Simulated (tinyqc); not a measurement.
Worked calculation: the 3-omega method: a line heater on a substrate with a thin film. Computed by tinyqc, a small Python program that keeps every step. Command: `OMP_NUM_THREADS=1 python tinyqc.py 3011790 3011791 out.jsonl threeomega walk`. One thread of a shared host (Intel(R) Xeon(R) Processor @ 2.30GHz), about 0.01 s of CPU time with the checks. Intermediate numbers are printed to about 6 digits and carried at full precision; extremes and crossings named in words are read from the listed rows.

A current at angular frequency omega = 2 pi f heats the line at 2 omega with the amplitude P per length; the temperature swing Delta T at 2 omega gives a voltage at 3 omega. The substrate is taken as semi-infinite and isotropic, and the heat capacity of heater and film is left out.

Inputs (values chosen for the exercise, modelled on hafnia on sapphire):
```
quantity                                    value           unit
substrate conductivity kappa                 33.7        W/(m K)
substrate heat capacity C                    3.22  1e6 J/(m^3 K)
heater half-width b                            22     micrometre
power amplitude per length P                  7.6            W/m
current frequency f                           420             Hz
film thickness t                               53             nm
film conductivity kappa_f                     1.2        W/(m K)
interface resistance R_i                      8.8       m^2 K/GW
substrate thickness d_s                       300     micrometre
temperature coefficient of resistance beta    1.9         1e-3/K
voltage amplitude V_1                         1.9              V
```

## Penetration depth

D = kappa/C; q = sqrt(2 i omega/D); penetration depth 1/|q| = sqrt(D/(2 omega)).

diffusivity D = 10.4658 mm^2/s

penetration depth = 44.5305 micrometre

|q| b = 0.494044

penetration depth / d_s = 0.148435

## Temperature swing of the bare substrate

Delta T_s = (P/(pi kappa)) int_0^infinity (sin x/x)^2 / sqrt(x^2 + (q b)^2) dx with (q b)^2 = i |q b|^2, averaged over the heater width (12 Gauss-Legendre points on each of the pieces 0, 14 log-spaced edges from 1e-5 to 1, and multiples of pi to 40 pi; the tail adds 1/(4 (40 pi)^2)). For |q| b much below 1: Delta T_s = (P/(pi kappa)) [-ln(|q| b) + eta - i pi/4], eta = 3/2 - C_E = 0.92278, with Euler's C_E = 0.5772157.

in-phase Delta T_s = 0.119011 K

out-of-phase Delta T_s = -0.0513290 K

in-phase, narrow-line form = 0.116860 K

out-of-phase, narrow-line form = -0.0563798 K

The narrow-line form misses the in-phase part by -1.81 % and the out-of-phase part by +9.8 % at |q| b = 0.494.

## The film adds a constant step

One-dimensional flow across the film: Delta T_f = P (t/kappa_f + R_i)/(2 b); total in-phase swing Delta T = Delta T_s + Delta T_f; third-harmonic amplitude V_3 = V_1 beta |Delta T|/2 with the out-of-phase part included; the apparent film conductivity is t/(t/kappa_f + R_i).

Delta T_f = 0.00914879 K

total in-phase swing = 0.128159 K

V_3 = 0.249191 mV

apparent film conductivity = 1.00063 W/(m K)

film share of the in-phase swing = 0.0713860

The interface lowers the apparent conductivity by 17 %. The film is a small part of the signal: an error of 1 % in Delta T_s becomes 13 % in the film resistance.

## Conductivity from the slope

Take the in-phase swing at f and at 2f; in the narrow-line limit kappa = P ln 2/(2 pi [Delta T(f) - Delta T(2f)]), whatever the film and the heater width.

in-phase Delta T_s at 2f = 0.0960922 K

kappa from the slope = 36.5827 W/(m K)

error of the slope method = 8.55404 %

## The window of frequencies

The slope value uses each f and 2f: kappa = P ln 2/(2 pi [Delta T(f) - Delta T(2f)]).

Bare substrate; columns: (1) f (Hz); (2) penetration depth (micrometre); (3) |q| b; (4) in-phase (K); (5) out-of-phase (K); (6) narrow-line form (K); (7) kappa from the slope (W/(m K)):
```
(1)         (2)         (3)        (4)          (5)         (6)      (7)
0.017   6999.35  0.00314315   0.479906   -0.0563790    0.479905  33.7001
0.17    2213.39  0.00993951   0.397261   -0.0563732    0.397260  33.7013
1.7     699.935   0.0314315   0.314624   -0.0563270    0.314614  33.7126
8.6     311.195   0.0706952   0.256475   -0.0561612    0.256428  33.7633
34      156.510    0.140566   0.207274   -0.0556778    0.207090  33.9480
170     69.9935    0.314315   0.150223   -0.0538136    0.149323  34.9044
690     34.7422    0.633235   0.102470   -0.0492190   0.0990416  38.3270
3400    15.6510     1.40566  0.0555613   -0.0376561   0.0417988  54.1987
17000   6.99935     3.14315  0.0253862   -0.0217349  -0.0159679  112.550
100000  2.88591     7.62326  0.0104592  -0.00984157  -0.0795679  273.685
```

The slope gives kappa within 1 % up to |q| b = 0.14 (f = 34 Hz) among these rows. The penetration depth stays under d_s/5 = 60 micrometre from f = 690 Hz up, so no row meets both conditions: the heater is too wide for this substrate. At high f the flow turns one-dimensional: in-phase and out-of-phase parts become equal in size (ratio 0.94 in the last row) and fall as f^(-1/2) (exponent -0.50).

Checks made by the program: narrow-line limit at |q| b = 0.002 (relative difference 7e-07).
